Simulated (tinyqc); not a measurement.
What each parameter does: Landau levels of a parabolic two-dimensional band.

E(N, s) = (N + 1/2) hbar wc + s gs muB B with s = +/-1/2.

In a field B along z: l = 1/sqrt((e/hbar) B) is the magnetic length, n_B = B/(h/e) the number of states per area in one level, hbar wc = 2 muB B/m for mass m in m0; 1/angstrom^2 = 1e16/cm^2.

Each listed level takes n_B electrons. At zero temperature and without broadening EF sits in the partly filled level.

Constants: hbar^2/2m0 = 3.80998211 eV angstrom^2; e/hbar = 1.519267448e-05 1/(T angstrom^2); h/e = 413566.7697 T angstrom^2; muB = 5.788381798e-05 eV/T.

Inputs chosen for the exercise (near those of a two-dimensional electron gas in InAs; the results hold for these values, not for the real material): m = 0.0288 m0 (mass); gs = -12.64 (g factor); gv = 1 (valleys); B = 11.6 T (magnetic field); n = 5.2 x 1e11/cm^2 (electron sheet density).

The second and third levels from below, nu = n/n_B, and EF. Each row changes one parameter from the base and keeps the others.

Results:

| case | second level (meV) | third level (meV) | nu | EF (meV) |
|---|---|---|---|---|
| base | 27.56 | 65.70 | 1.85 | 27.56 |
| B = 9.86 T | 23.42 | 55.84 | 2.18 | 55.84 |
| m = 0.0346 m0 | 23.65 | 53.97 | 1.85 | 23.65 |
| gs = -15.2 | 28.42 | 64.84 | 1.85 | 28.42 |
| n = 4.42 x 1e11/cm^2 | 27.56 | 65.70 | 1.58 | 27.56 |

The largest shifts from the base row, up to three for each result and ties (the steps differ in size, so this ranks the rows, not the parameters). second level (meV): B -4.13, m -3.91, gs +0.86; unchanged at the printed digits by n. third level (meV): m -11.72, B -9.85, gs -0.86; unchanged at the printed digits by n. nu: B +0.33, n -0.28; unchanged at the printed digits by m and gs. EF (meV): B +28.29, m -3.91, gs +0.86; unchanged at the printed digits by n.

tinyqc: `OMP_NUM_THREADS=1 python tinyqc.py 1252232 1252233 out.jsonl`; about 0.01 s, one thread, shared Intel(R) Xeon(R) Processor @ 2.30GHz.
